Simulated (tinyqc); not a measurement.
## Index ratio and exit index from two stacks

Inverse problem. A quarter-wave stack has T0 = 4 y/(1 + y)^2 with y = (ns/n0)(nL/nH)^(2 N), and y < 1 here. Find nH/nL and ns/n0.

T0 for N = 34 and 36 pairs (%): [0.01009604504, 0.005413979626]

Solution. sqrt(1 - T0) = |1 - y|/(1 + y) gives y for each stack; two more pairs multiply y by (nL/nH)^4.

nH/nL = 1.169
ns/n0 = 1.007

Computed by the program tinyqc: `OMP_NUM_THREADS=1 python tinyqc.py 2650031 2650032 out.jsonl`, one thread of a shared Intel Xeon 2.30GHz, about 0.01 s for the whole run.
